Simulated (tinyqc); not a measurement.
# Self-consistent Fermi level with native defects, at growth and after a quench, step by step

A worked calculation. Computed by tinyqc, a small Python program that keeps every step. Command: `OMP_NUM_THREADS=1 python tinyqc.py 3002573 3002574 out.jsonl scfermi walk`. One thread of a shared host (Intel(R) Xeon(R) Processor @ 2.30GHz), about 0.05 s of CPU time with the checks. Intermediate numbers are printed to about 5 digits and carried at full precision; extremes and crossings named in words are read from the listed rows.

Energies are counted from the top of the valence band (VBM); when the gap shrinks with temperature the conduction band moves and the levels stay. D and A draw on one reservoir with opposite signs, as the two vacancies of a compound do.

Inputs (values chosen for the exercise, for a model semiconductor):
```
quantity,value,unit
gap E_g at 300 K,2.84,eV
slope -dE_g/dT above 300 K,0.0004,eV/K
electron mass m_e,0.141,m_0
valleys M_c,1,-
hole mass m_h,0.621,m_0
E_f of the neutral native donor D,2.863,eV
E_f of the neutral native acceptor A,2.377,eV
shift s of the chemical potential,0.27,eV
site density N_s,3.8e+22,cm^-3
dopant density N_X,0,cm^-3
growth temperature T_g,1250,K
temperature of use T,200,K
```

Added shallow dopant: none.

levels of D above the VBM, most positive state first (eV): [1.14, 1.84, 1.87]

levels of A above the VBM, (0/-1) first (eV): [0.275, 1.7]

Constants: m_0 = 9.1093837015e-31 kg; k_B = 1.380649e-23 J/K; h = 6.62607015e-34 J s; k_B = 8.617333262e-05 eV/K.

## Formation energies at E_F = 0

E_f(D, 0) = input + s and E_f(A, 0) = input - s; E_f(q, E_F = 0) follows from the levels, eps(q/q-1) = E_f(q - 1) - E_f(q) at E_F = 0.

E_f(q, E_F = 0) (eV): D(+3) -1.717, D(+2) -0.577, D(+1) 1.263, D(0) 3.133, A(0) 2.107, A(-1) 2.382, A(-2) 4.082

## Bands at growth

E_g(T) = E_g - slope x max(0, T - 300 K). N_c = 2 M_c (2 pi m_e k_B T/h^2)^(3/2) and N_v = 2 (2 pi m_h k_B T/h^2)^(3/2), masses in units of m_0. At growth T = T_g.

E_g(T_g) = 2.46 eV

N_c(T_g) = 1.1300e+19 cm^-3

N_v(T_g) = 1.0445e+20 cm^-3

k_B T_g = 0.10772 eV

## Charges across the gap at T_g

n = N_c F_1/2((E_F - E_g)/k_B T), p = N_v F_1/2(-E_F/k_B T). F_1/2(eta) = (2/sqrt(pi)) int_0^infinity sqrt(x)/(1 + exp(x - eta)) dx, by the trapezoid rule in t = sqrt(x) with step 0.02 up to t = 12 (for eta < -12 by exp(eta) - exp(2 eta)/2^(3/2)). In equilibrium c_q = N_s exp(-(E_f(q, 0) + q E_F)/k_B T). Net charge = p - n + sum q c_q; the log ratio is ln(positive charge/negative charge). Entries near or above N_s lie outside the dilute limit and only show that E_F cannot go there.

Densities (cm^-3):
```
E_F (eV),n,p,charge on D,charge on A,log ratio
0.123,4.2728e+09,3.0121e+19,3.1033e+28,2.9641e+13,34.585
0.492,1.3136e+11,1.0806e+18,1.0697e+24,9.1128e+14,20.883
0.861,4.0383e+12,3.5273e+16,3.8596e+19,2.8038e+16,7.228
1.230,1.2415e+14,1.1475e+15,3.2133e+15,8.8318e+17,-5.311
1.599,3.8162e+15,3.7326e+13,2.2112e+12,4.7211e+19,-13.993
1.968,1.1691e+17,1.2141e+12,5.7513e+09,2.0410e+22,-23.541
2.337,3.2589e+18,3.9493e+10,1.1851e+08,1.8546e+25,-33.780
```

## Equilibrium at growth

E_F is the root of the log ratio, by 50 bisections between -0.5 eV and E_g + 0.5 eV.

E_F at growth = 1.0626 eV

n at growth = 2.6237e+13 cm^-3

p at growth = 5.4296e+15 cm^-3

Defects at growth:
```
state,E_f (eV),c (cm^-3)
D(+3),1.4707,4.4676e+16
D(+2),1.5482,2.1773e+16
D(+1),2.3256,1.5976e+13
D(0),3.1330,8.8733e+09
A(0),2.1070,1.2154e+14
A(-1),1.3194,1.8201e+17
A(-2),1.9568,4.8991e+14
```

total D = 6.6464e+16 cm^-3

total A = 1.8262e+17 cm^-3

The largest part of the positive charge comes from charged D (97 %) and that of the negative charge from charged A (100 %).

## After the quench to T

After a quench the totals of D and A stay as grown, and each is shared among its charge states with weights exp(-(E_f(q, 0) + q E_F)/k_B T).

E_F after the quench = 1.1213 eV

n after the quench = 3.5429e-26 cm^-3

p after the quench = 3.7164e-10 cm^-3

Frozen defects:
```
state,c (cm^-3),share of its total
D(+3),4.9695e+16,7.4769e-01
D(+2),1.6770e+16,2.5231e-01
D(+1),1.2987e-02,1.9540e-19
D(0),1.7641e-21,2.6543e-38
A(0),8.6358e-05,4.7287e-22
A(-1),1.8262e+17,1.0000e+00
A(-2),4.7686e+02,2.6112e-15
```

The material is insulating: E_F lies so deep that free carriers are negligible. E_F lies within 1.1 k_B T of the level of D at 1.14 eV.

## Slow cooling against a quench

Each E_F by bisection; full equilibrium lets the defects form and vanish at every T.

Two histories (densities in cm^-3):
```
T (K),"E_F, equilibrium (eV)",n,p,all defects,"E_F, frozen (eV)","n, frozen","p, frozen"
1040,1.0555,5.2481e+11,6.0851e+14,1.9186e+16,1.0467,4.7586e+11,6.7111e+14
830,1.0489,1.5781e+09,2.4159e+13,4.0699e+14,1.0623,1.9024e+09,2.0040e+13
620,1.0444,1.0981e+05,1.1825e+11,6.4558e+11,1.0820,2.2191e+05,5.8515e+10
410,1.0586,9.3352e-04,1.9083e+06,2.1000e+06,1.1016,3.1573e-03,5.6422e+05
200,1.1165,2.6850e-26,4.9040e-10,4.9040e-10,1.1213,3.5429e-26,3.7164e-10
```

At 200 K equilibrium would leave 4.90e-10 defects per cm^3 against 2.49e17 frozen in, and E_F differs by +0.005 eV. Both histories end semi-insulating. Real samples lie between, set by the temperature at which diffusion stops.

Checks made by the program: neutrality at growth (relative difference below 1e-10).
